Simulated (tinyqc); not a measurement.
Defect-molecule model of a vacancy with Jahn-Teller distortion: sweeps and comparisons. A value that a table varies takes the place of the one given here.

Four dangling hybrids a, b, c, d point into the vacancy: H_ii = E0, and -gm between any two. A tetragonal distortion Q pairs a with b and c with d: those two couplings become -gm - I Q and the other four -gm + I Q/2, at an elastic cost k Q^2/2. The a1 level holds two electrons; charge states 2+, + and 0 put n = 0, 1, 2 more into the lowest level of t2 origin. Energy from the 2+ state at Q = 0, with the Fermi level mu counted from Ev: W_n(Q) = n (et - 2 I Q) + k Q^2/2 + Uc n (n - 1)/2 - n mu. et = E0 + gm is the undistorted t2 level.

Constants: kB = 8.617333262e-05 eV/K.

Values chosen for the exercise (of the size used for the vacancy in silicon; the results hold for these values, not for the real material):
```
symbol  value  unit           meaning
E0      -0.06  eV             level of a dangling hybrid, from Ev
gm      0.36   eV             coupling between two dangling hybrids
I       1.13   eV/angstrom    Jahn-Teller coupling
k       18.9   eV/angstrom^2  force constant of the mode
Uc      0.19   eV             repulsion of two electrons in one orbital
T       400    K              temperature
mu1     0      eV             first Fermi level
```

## Occupation against the Fermi level

Weights g_n exp(-W_n/kT) with W_n = n et - n^2 E_JT + Uc n (n - 1)/2 - n mu, E_JT = 2 I^2/k, degeneracies 1, 6 (spin and three axes) and 3; mu = mu1 + 0.03 j eV.

Shares:
```
mu (eV),2+,+,0,mean charge
0.00,0.9502,0.0477,0.0020,1.9482
0.03,0.8833,0.1059,0.0109,1.8724
0.06,0.7373,0.2111,0.0516,1.6857
0.09,0.4801,0.3282,0.1917,1.2884
0.12,0.2037,0.3325,0.4638,0.7399
0.15,0.0559,0.2180,0.7261,0.3299
0.18,0.0119,0.1104,0.8778,0.1341
0.21,0.0022,0.0499,0.9478,0.0544
0.24,0.0004,0.0216,0.9780,0.0224
```

U_eff = Uc - 2 E_JT = -0.080 eV and kT = 34.5 meV. The + state reaches at most 33.2 % on these rows, at mu = 0.12 eV. The mean charge goes from 1.95 to 0.02.

## When U turns negative

The force constant is varied. E_JT = 2 I^2/k, E(2+/+) = et - E_JT, E(+/0) = et - 3 E_JT + Uc, U_eff = Uc - 2 E_JT.

Against k:
```
k (eV/angstrom^2),E_JT (eV),(2+/+) (eV),(+/0) (eV),U_eff (eV),Q of the neutral state (angstrom)
8,0.3192,-0.0192,-0.4677,-0.4485,0.5650
12,0.2128,0.0872,-0.1484,-0.2356,0.3767
16,0.1596,0.1404,0.0112,-0.1292,0.2825
24,0.1064,0.1936,0.1708,-0.0228,0.1883
32,0.0798,0.2202,0.2506,0.0304,0.1412
48,0.0532,0.2468,0.3304,0.0836,0.0942
64,0.0399,0.2601,0.3703,0.1102,0.0706
96,0.0266,0.2734,0.4102,0.1368,0.0471
```

k at which U_eff = 0 = 26.88 eV/angstrom^2

Levels below 0 lie in the valence band. U_eff is negative for k below 4 I^2/Uc = 26.9: 4 of the 8 rows. The gain grows as n^2, so the second electron wins 3 E_JT where the first wins E_JT. For a stiff lattice the levels tend to et = 0.300 and et + Uc = 0.490 eV. Distortions above about 0.5 angstrom (1 of the rows) are beyond a linear coupling.

## What each parameter does

E_JT = 2 I^2/k, E(2+/+) = et - E_JT, E(+/0) = et - 3 E_JT + Uc, U_eff = E(+/0) - E(2+/+); a1 level E0 - 3 gm. Each row changes one parameter from the base and keeps the others.

Results:
```
case,(2+/+) (eV),(+/0) (eV),U_eff (eV),a1 (eV)
base,0.1649,0.0846,-0.0802,-1.1400
E0 = -0.01 eV,0.2149,0.1346,-0.0802,-1.0900
gm = 0.4 eV,0.2049,0.1246,-0.0802,-1.2600
I = 1.243 eV/angstrom,0.1365,-0.0005,-0.1370,-1.1400
k = 20.79 eV/angstrom^2,0.1772,0.1215,-0.0557,-1.1400
Uc = 0.25 eV,0.1649,0.1446,-0.0202,-1.1400
```

The largest shifts from the base row, up to three for each result and ties (the steps differ in size, so this ranks the rows, not the parameters). (2+/+) (eV): E0 +0.0500, gm +0.0400, I -0.0284; unchanged at the printed digits by Uc. (+/0) (eV): I -0.0851, Uc +0.0600, E0 +0.0500. U_eff (eV): Uc +0.0600, I -0.0568, k +0.0246; unchanged at the printed digits by E0 and gm. a1 (eV): gm -0.1200, E0 +0.0500; unchanged at the printed digits by I, k and Uc. E0 and gm move both levels alike, so U_eff depends on I, k and Uc alone.

(tinyqc, `OMP_NUM_THREADS=1 python tinyqc.py 1450340 1450341 out.jsonl`, Intel(R) Xeon(R) Processor @ 2.30GHz, 1 thread, shared host, about 0.01 s.)
